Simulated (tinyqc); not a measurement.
# Time-domain thermoreflectance: layered heat flow under a modulated pulse train, and what the signal ratio measures, step by step

A worked calculation. Computed by tinyqc, a small Python program that keeps every step. Command: `OMP_NUM_THREADS=1 python tinyqc.py 3111328 3111329 out.jsonl tdtr walk`. One thread of a shared host (Intel(R) Xeon(R) Processor @ 2.30GHz), about 0.2 s of CPU time with the checks. Intermediate numbers are printed to about 5 digits and carried at full precision; extremes and crossings named in words are read from the listed rows.

Pulses repeat at 80 MHz; heat is laid down at the surface, all layers are isotropic, and the film is in perfect contact with the substrate.

Inputs (values chosen for the exercise, modelled on aluminium on a SiGe alloy):

| quantity | value | unit |
|---|---|---|
| metal thickness d | 120 | nm |
| metal conductivity | 150 | W/(m K) |
| metal heat capacity | 2.42 | MJ/(m^3 K) |
| boundary conductance G under the metal | 94 | MW/(m^2 K) |
| film thickness | 62 | nm |
| film conductivity | 0.66 | W/(m K) |
| film heat capacity | 1.6 | MJ/(m^3 K) |
| substrate conductivity kappa | 7.42 | W/(m K) |
| substrate heat capacity C | 1.64 | MJ/(m^3 K) |
| modulation frequency f | 10 | MHz |
| spot radius w (1/e^2, pump and probe) | 7.4 | micrometre |
| delay t | 1200 | ps |

Stack: metal, film, substrate.

## Length and time scales

Penetration depth sqrt(kappa/(pi f C)); effusivity sqrt(kappa C); cooling time of the metal d C_m/G; Kapitza length kappa/G.

penetration depth = 0.37949 micrometre

effusivity = 3488.4 W s^(1/2)/(m^2 K)

cooling time of the metal = 3089.4 ps

Kapitza length = 78.936 nm

depth over spot radius = 0.051283

## Impedance at k = 0 and the modulation frequency

For radial wave number k and angular frequency W each layer has u = sqrt(4 pi^2 k^2 + i W C/kappa) and gamma = kappa u. Surface impedance from below: Z = 1/gamma for the substrate; a layer of thickness L maps Z to (Z + tanh(u L)/gamma)/(1 + gamma Z tanh(u L)); a boundary adds 1/G. Take k = 0 and W = 2 pi f.

Z of the substrate = 25.572-25.572i m^2 K/GW

Z at the surface = 15.229-40.415i m^2 K/GW

## Response at the modulation frequency

Response per absorbed watt H(W) = 2 pi int_0^(2/w) Z(k, W) exp(-pi^2 k^2 w^2) k dk by 20 Gauss-Legendre points.

H(2 pi f) = 0.09790-0.22522i K/mW

phase of H(2 pi f) = -66.505 degrees

## Signal at one delay

Signal: X + iY = sum_(m = -M..M) H(2 pi (f + m f_r)) exp(i 2 pi m f_r t) exp(-pi (m/M)^2 x 4), f_r = 80 MHz, M = 4000, with H(-W) the complex conjugate of H(W); V_in = X, V_out = Y, ratio = -V_in/V_out.

V_in = 0.19773 K/mW

V_out = -0.21944 K/mW

ratio -V_in/V_out = 0.90105

## Ratio and sensitivities against delay

Sensitivity S = ln(ratio'/ratio)/ln(1.01) for a rise of one input by 1 %.

Ratio and sensitivities:

| t (ps) | ratio | S to kappa | S to G | S to d | S to C | S to w | S to film conductivity |
|---|---|---|---|---|---|---|---|
| 100 | 1.1520 | 0.042103 | 0.042379 | -0.30383 | 0.042486 | -0.16705 | 0.36936 |
| 200 | 1.0893 | 0.044195 | 0.035366 | -0.54332 | 0.044573 | -0.16994 | 0.37079 |
| 400 | 1.0410 | 0.045797 | 0.029272 | -0.54184 | 0.046169 | -0.17086 | 0.36621 |
| 800 | 0.9648 | 0.048602 | 0.024969 | -0.52696 | 0.048962 | -0.17221 | 0.35961 |
| 1500 | 0.8581 | 0.053421 | 0.022945 | -0.51376 | 0.053765 | -0.17504 | 0.35471 |
| 2500 | 0.7340 | 0.061001 | 0.023034 | -0.51310 | 0.061323 | -0.18139 | 0.35711 |
| 4000 | 0.5804 | 0.075189 | 0.024846 | -0.54180 | 0.075479 | -0.19818 | 0.37504 |

The largest sensitivity in size at 100 ps is to film conductivity (+0.37). G is hardly felt. The substrate conductivity is hardly felt at 400 ps.

Checks made by the program: steady rise of a bare substrate, 1/(2 sqrt(pi) w kappa), from the same quadrature (relative difference below 1e-10).
